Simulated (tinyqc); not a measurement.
Inside a calculation. Method: tight binding, dimerised chain. One step of it, computed by the program tinyqc.

Problem. Levels at X. Diagonalise the Hermitian matrix.

H(k) at X (eV):
```
          A         B
A  0.000000  0.480000
B  0.480000  0.000000
```

Give: eigenvalues; weights |c|^2 of the basis functions.

Solution.

eigenvalues (eV): -0.4800  0.4800

weights |c|^2 of the basis functions:
```
   band 1  band 2
A  0.5000  0.5000
B  0.5000  0.5000
```
